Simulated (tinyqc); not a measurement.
Composition and strain of an epitaxial Si(1-x)Ge(x) layer from Raman and X-ray peaks: one step, computed by the program tinyqc.

A (001) layer, biaxially strained in the plane. The Raman peaks follow empirical lines omega = w0 + c1 x + c3 x^3 + b eps (c3 for Si-Ge alone), with eps the in-plane strain.

Task: Lattice constants and strain. Relaxed lattice constant a(x) = a_Si + (a_Ge - a_Si) x - B x (1 - x). In-plane constant a_par = a_sub + R (a(x) - a_sub); eps = a_par/a(x) - 1; eps_perp = -(2 C12/C11) eps with 2 C12/C11 linear in x; a_perp = a(x) (1 + eps_perp). The buffer has a_sub = a(y).

Inputs (values chosen for the exercise, modelled on silicon-germanium):
```
quantity                     value      unit
Ge fraction x                 0.59         -
degree of relaxation R        0.36         -
Ge fraction y of the buffer   0.83         -
lattice constant of Si       5.431  angstrom
lattice constant of Ge       5.658  angstrom
bowing B                     0.026  angstrom
2 C12/C11 of Si              0.769         -
2 C12/C11 of Ge              0.756         -
```

Substrate: relaxed alloy buffer.

Give: relaxed constant a(x); substrate constant a_sub; a_par; in-plane strain eps; strain along the normal; a_perp.

Result:

relaxed constant a(x) = 5.559 angstrom

substrate constant a_sub = 5.616 angstrom

a_par = 5.595 angstrom

in-plane strain eps = 6.574 per mille

strain along the normal = -5.005 per mille

a_perp = 5.531 angstrom

The layer is under tension in the plane and is shortened along the normal.
